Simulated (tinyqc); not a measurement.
Hole subbands of a hard-walled well, four-band Luttinger model: one step. The matrix at one k.

Hole energies are counted downwards from the unstrained band edge, c = hbar^2/2m0. After the usual block transformation one block is H = [[P + Q - Zs, R - i S], [R + i S, P - Q + Zs]] in (heavy, light), with P +/- Q = c [(g1 +/- g2) k^2 + (g1 -/+ 2 g2) kz^2], R = sqrt(3) c gR k^2, S = 2 sqrt(3) c g3 k kz, kz = -i d/dz; axial approximation gR = (g2 + g3)/2. Zs = b (e_par - e_perp) is the shear part of the strain (the hydrostatic part shifts all levels alike and is left out). Basis sqrt(2/L) sin(n pi z/L), n = 1 to N, for each component: kz^2 gives (n pi/L)^2 and the heavy-light block is R delta_nm - 2 sqrt(3) c g3 k D_nm with D_nm = 4 n m/(L (n^2 - m^2)) for n + m odd, 0 otherwise. The other block has the same levels. The split-off band is left out.

Constants: hbar^2/2m0 = 3.80998211 eV angstrom^2.

Values chosen for the exercise (near those of Ge; not measured data):
```
symbol  value   unit        meaning
g1      13.31               Luttinger gamma1
g2      4.25                gamma2
g3      5.65                gamma3
L       185     angstrom    well width along [001]
k       0.0151  1/angstrom  wave vector in the plane
N       2                   sines for each component
```

shear strain energy Zs = 0.0193181 eV

Question. Fill in the 2N x 2N matrix, in meV.

Give: H(k).

Answer.

H(k) (meV), rows h1, h2, l1, l2 and columns alike:
$$\begin{pmatrix}
1.22 & 0 & 7.45 & 16.23 \\
0 & 17.08 & -16.23 & 7.45 \\
7.45 & -16.23 & 51.15 & 0 \\
16.23 & 7.45 & 0 & 123.04
\end{pmatrix}$$

tinyqc: `OMP_NUM_THREADS=1 python tinyqc.py 1250044 1250045 out.jsonl`; about 0.1 s, one thread, shared Intel(R) Xeon(R) Processor @ 2.30GHz.
